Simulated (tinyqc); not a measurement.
# Polarisation charge from two barrier thicknesses

Problem. VT = phiB - dEc - q sigma d/(eps0 eps_r). Find sigma, phiB - dEc and the thickness at which VT = 0.

Inputs (values chosen for the exercise):
- eps_r = 9.4 (relative permittivity of barrier and channel)

Constants: q = 1.602176634e-19 C, eps0 = 8.8541878128e-14 F/cm where lengths are in cm. Results are converted to the units shown.

VT for d = 30 and 36 nm (V): -4.9855552  -6.1495263

Solution. VT is linear in d.

sigma = 1.008e13 cm^-2
phiB - dEc = 0.8343 V
thickness for VT = 0 = 4.301 nm

Numbers from tinyqc (`OMP_NUM_THREADS=1 python tinyqc.py 2570109 2570110 out.jsonl`; about 0.03 s on one thread of a shared Intel Xeon 2.30GHz).
